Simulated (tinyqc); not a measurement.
Size effects in the resistivity of thin metal films and interconnect lines: one step, computed by the program tinyqc.

Electrons lose their drift at surfaces (a share 1 - p of the hits) and at grain boundaries (reflection R), besides bulk scattering.

Question. Resistivity of the film. Both together (Mayadas-Shatzkes film): rho_b/rho = (rho_b/rho of the grains alone) - (6/(pi kappa))(1 - p) int_0^(pi/2) dphi int_0^1 ds (cos^2 phi/H^2)(s - s^3)(1 - exp(-kappa H/s))/(1 - p exp(-kappa H/s)), H = 1 + alpha/(cos phi sqrt(1 - s^2)), 40 x 80 Gauss-Legendre points. Sheet resistance rho/h; additive estimate rho_b (f_surface + f_grain - 1).

Inputs (values chosen for the exercise, modelled on platinum): bulk resistivity rho_b = 10.8 microohm cm; specularity p = 0.42; film thickness h = 29 nm.

Geometry: film.

rho/rho_b from grains = 1.160792

alpha = 0.1105566

kappa = h/lambda = 3.790850

rho/rho_b from surfaces = 1.060748

Give: resistivity rho; sheet resistance; additive estimate; error of the additive estimate.

Answer.

resistivity rho = 13.2 microohm cm

sheet resistance = 4.54 ohm

additive estimate = 13.2 microohm cm

error of the additive estimate = 0.184 %

Adding the two excesses (Matthiessen's rule) is 0.2 % high.
